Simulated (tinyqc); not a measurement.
Extended Hueckel theory, for H6, step by step. One step of it, computed by the program tinyqc.

Question. Wolfsberg-Helmholz matrix. H_ij = K' S_ij (H_ii + H_jj)/2 for i != j (the diagonal keeps H_ii), with K' = 1.75.

overlap S:
```
          1H 1s     2H 1s     3H 1s     4H 1s     5H 1s     6H 1s
1H 1s  1.000000  0.631625  0.182250  0.050933  0.009200  0.001966
2H 1s  0.631625  1.000000  0.527302  0.182250  0.038160  0.009200
3H 1s  0.182250  0.527302  1.000000  0.631625  0.181960  0.050841
4H 1s  0.050933  0.182250  0.631625  1.000000  0.526667  0.181960
5H 1s  0.009200  0.038160  0.181960  0.526667  1.000000  0.631625
6H 1s  0.001966  0.009200  0.050841  0.181960  0.631625  1.000000
```

diagonal H_ii (eV): 1H 1s -13.600000, 2H 1s -13.600000, 3H 1s -13.600000, 4H 1s -13.600000, 5H 1s -13.600000, 6H 1s -13.600000

K = 1.750000

Give: H.

Answer.

H (eV):
```
         1H 1s    2H 1s    3H 1s    4H 1s    5H 1s    6H 1s
1H 1s  -13.600  -15.033   -4.338   -1.212   -0.219   -0.047
2H 1s  -15.033  -13.600  -12.550   -4.338   -0.908   -0.219
3H 1s   -4.338  -12.550  -13.600  -15.033   -4.331   -1.210
4H 1s   -1.212   -4.338  -15.033  -13.600  -12.535   -4.331
5H 1s   -0.219   -0.908   -4.331  -12.535  -13.600  -15.033
6H 1s   -0.047   -0.219   -1.210   -4.331  -15.033  -13.600
```
